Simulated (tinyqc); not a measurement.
# An infinitely deep well in a field (quantum-confined Stark shift), Airy functions: two studies

Hard walls at x = -L/2 and +L/2; between them U(x) = -F x (eV, zero at the centre). C = hbar^2/(2 m0), e = (C F^2/m1)^(1/3), z1 = (F L/2 - E)/e at the left wall and z2 = (-F L/2 - E)/e at the right wall. Levels are the roots of D(E) = Ai(z1) Bi(z2) - Ai(z2) Bi(z1).

Values chosen for this exercise: mass m1 = 0.074 m0; well width L = 10.3 nm; field F = 0.0037 V/nm.

Constants: q = 1.602176634e-19 C, hbar = 1.054571817e-34 J s, m0 = 9.1093837015e-31 kg, hbar^2/(2 m0) = 0.0380998212 eV nm^2. Results are converted to the units shown.

Each table varies one quantity; the others keep the values above.

## The Stark shift against well width

Exact shifts E_n(F) - E_n(0) from the roots of D; <x> = -dE_1/dF. E_n(0) = C (n pi/L)^2/m1; second-order shift m1 F^2 L^4 (1 - 15/(pi n)^2)/(48 C pi^2 n^2).

The Stark shift against well width:
columns A: L (nm); B: F L/E_1(0); C: shift of level 1 (meV); D: second order, 1 (meV); E: shift of level 2 (meV); F: second order, 2 (meV); G: <x> of level 1 (nm)
```
A          B         C         D         E         F        G
5.2   0.1024  -0.02133  -0.02133  0.006361  0.006361  0.01153
6.4   0.1909  -0.04895  -0.04895   0.01459   0.01460  0.02646
7.6   0.3196  -0.09732  -0.09734   0.02901   0.02903  0.05259
8.8   0.4962   -0.1749   -0.1750   0.05209   0.05218  0.09448
10    0.7281   -0.2915   -0.2918   0.08671   0.08700   0.1574
11.2   1.023   -0.4581   -0.4591    0.1360    0.1369   0.2471
12.4   1.388   -0.6872   -0.6898    0.2032    0.2057   0.3701
13.6   1.832   -0.9916   -0.9981    0.2914    0.2976   0.5325
```

Read the table: what changes, and by how much?

The shift of level 1 falls from -0.0213 to -0.992 meV, as L^(4.00) between the first two rows and L^(3.97) between the last two (second order: power 4). Second order is within 0.01 % of it in size in the first row and 0.66 % above it in the last. The shift of level 2 rises from 0.00636 to 0.291 meV.

## The Stark shift against field

Same model as above.

The Stark shift against field:
columns A: F (V/nm); B: F L/E_1(0); C: shift of level 1 (meV); D: second order, 1 (meV); E: shift of level 2 (meV); F: second order, 2 (meV); G: <x> of level 1 (nm)
```
A           B        C        D       E       F       G
0.0051  1.097  -0.6224  -0.6239  0.1846  0.1860  0.2435
0.0062  1.333  -0.9188  -0.9220  0.2719  0.2750  0.2954
0.0076  1.634   -1.378   -1.385  0.4062  0.4131  0.3608
0.0093  2.000   -2.059   -2.075  0.6031  0.6187  0.4393
0.011   2.365   -2.871   -2.902  0.8353  0.8655  0.5165
0.014   3.011   -4.621   -4.701   1.324   1.402  0.6491
0.017   3.656   -6.760   -6.932   1.901   2.067  0.7763
0.021   4.516   -10.19   -10.58   2.780   3.154  0.9366
0.025   5.376   -14.24   -14.99   3.745   4.471   1.086
0.031   6.666   -21.37   -23.05   5.263   6.874   1.288
```

Read the table: what changes, and by how much?

The shift of level 1 falls from -0.622 to -21.4 meV, as F^(1.99) between the first two rows and F^(1.89) between the last two (second order: power 2). Second order is 0.24 % above it in size in the first row and 7.9 % above it in the last. The shift of level 2 rises from 0.185 to 5.26 meV.

Computed by the program tinyqc: `OMP_NUM_THREADS=1 python tinyqc.py 2580020 2580021 out.jsonl`, one thread of a shared Intel Xeon 2.30GHz, about 0.02 s for the whole run.
